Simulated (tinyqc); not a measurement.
## Charge pumping in an n-channel transistor: effect of temperature

The gate is pulsed from accumulation to inversion and back. Energies E are counted from the intrinsic level; Dit(E) = D0 [1 + b (2 E/Eg)^2]. During each edge the traps near the bands emit their carriers, and those between Eh and Ee recombine once a cycle.

Nc and Nv are given at 200 K and scale as T^1.5, vth as T^0.5; Eg and the cross-sections are held. ni = sqrt(Nc Nv) exp(-Eg/(2 Vt)), Eg in volts; emission times te = (dV/Va) tf and th = (dV/Va) tr; Ee = -Vt ln(vth sn ni te), Eh = +Vt ln(vth sp ni th). Nit = integral of Dit from Eh to Ee = D0 [Ee - Eh + 4 b (Ee^3 - Eh^3)/(3 Eg^2)], Qcp = q A Nit, Icp = f Qcp.

Parameters, values chosen for the exercise; band and dielectric values close to those of silicon:

| symbol | value | unit | meaning |
|---|---|---|---|
| Eg | 1.12 | eV | band gap |
| Nc | 1.51e19 | cm^-3 | conduction-band density of states at 200 K |
| Nv | 1.45e19 | cm^-3 | valence-band density of states at 200 K |
| A | 5.4 | um^2 | gate area |
| D0 | 2e11 | cm^-2 eV^-1 | trap density at midgap |
| b | 7.5 |  | rise of the trap density towards the band edges |
| sn | 5.9e-16 | cm^2 | cross-section for electrons |
| sp | 3.4e-15 | cm^2 | cross-section for holes |
| vth | 1.5e7 | cm/s | thermal velocity at 200 K, one nominal value for electrons and holes |
| dV | 0.56 | V | Vth - Vfb |
| Va | 2.6 | V | pulse height |
| f | 1.3e5 | Hz | frequency |
| tr | 250 | ns | rise time |
| tf | 850 | ns | fall time |

Constants: q = 1.602176634e-19 C, kB = 1.380649e-23 J/K, Vt = kB T/q. Results are converted to the units shown.

Result of one run:
```
Ee (eV)   Eh (eV)  Nit (cm^-2)  Icp (pA)
0.14130  -0.12220    6.0108e10    67.605
```

Which temperature T gave this result: 180, 300, 340, 380 or 420 K?

T = 420 K.

The whole series:
```
T (K)  Ee (eV)   Eh (eV)  Nit (cm^-2)  Icp (pA)
180    0.40684  -0.39866    3.6948e11    415.57
220    0.36520  -0.35520    2.9318e11    329.75
260    0.32229  -0.31047    2.2765e11    256.04
300    0.27832  -0.26468    1.7254e11    194.06
340    0.23343  -0.21797    1.2708e11    142.93
380    0.18773  -0.17045    9.0081e10    101.32
420    0.14130  -0.12220    6.0108e10    67.605
```

The window Ee - Eh shrinks from 0.805 to 0.264 eV, since emission is faster when hot, and Icp falls from 416 to 67.6 pA.

Range of the model: The Fermi levels of inversion and accumulation are taken to lie beyond Ee and Eh, the flat tops to fill all traps, and no geometric current is added.

Computed by the program tinyqc: `OMP_NUM_THREADS=1 python tinyqc.py 2030122 2030123 out.jsonl`, one thread of a shared Intel Xeon 2.30GHz, about 0.01 s for the whole run.
